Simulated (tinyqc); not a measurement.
From results back to parameters: donor level screened by free carriers (Yukawa potential). Four cases, with inputs chosen for the exercise.

Problem. With Debye screening alone, ks^2 = 4 pi q n/(eps kB T), 1e18/cm^3 = 1e-6/angstrom^3. The converged binding was computed from a hidden density.

Potential -(q/(eps r)) exp(-ks r), q = e^2/(4 pi eps0). In units Ry* = Ry m/eps^2 and a* = a0 eps/m the problem is [-Laplacian - 2 exp(-x r)/r] psi = E psi with x = ks a*.

Converged values use 18 functions exp(-z r), z = 1.55^i, i = -11 to 6: S = 2/A^3, H = z_i z_j S - 2/(A + x)^2, A = z_i + z_j.

Constants: e^2/(4 pi eps0) = 14.39964547 eV angstrom; kB = 8.617333262e-05 eV/K.

Case 1.

Values chosen (out of a larger set: near those of a donor in Si, with one mean mass; not measured data): eps = 11.5 (dielectric constant); T = 300 K (temperature).

Ry* = 31.172 meV
a* = 20.08 angstrom
binding = 8.6796 meV

Case 2.

Values chosen (out of a larger set: near those of a donor in Si, with one mean mass; not measured data): eps = 11.9 (dielectric constant); T = 77 K (temperature).

Ry* = 28.439 meV
a* = 21.27 angstrom
binding = 9.3223 meV

Case 3.

Values chosen (out of a larger set: near those of a donor in Si, with one mean mass; not measured data): eps = 11.9 (dielectric constant); T = 300 K (temperature).

Ry* = 29.304 meV
a* = 20.65 angstrom
binding = 8.8662 meV

Case 4.

Values chosen (out of a larger set: near those of a donor in 4H SiC, with one mean mass; not measured data): eps = 9.7 (dielectric constant); T = 300 K (temperature).

Ry* = 56.106 meV
a* = 13.23 angstrom
binding = 32.5447 meV

Find: x; n.

Solution. The binding in Ry* falls steadily with x, so bisection gives x; then n = (x/a*)^2 eps kB T/(4 pi q).

Case 1.

x = 0.520
n = 1.1 x 1e18/cm^3

Case 2.

x = 0.467
n = 0.21 x 1e18/cm^3

Case 3.

x = 0.493
n = 0.97 x 1e18/cm^3

Case 4.

x = 0.251
n = 0.50 x 1e18/cm^3

Computed by tinyqc, one run a case: `OMP_NUM_THREADS=1 python tinyqc.py N N+1 out.jsonl` with N = 1281569, 1281740, 1281741, 1281744; one thread of a shared Intel(R) Xeon(R) Processor @ 2.30GHz, about 0.02 s a run at most.
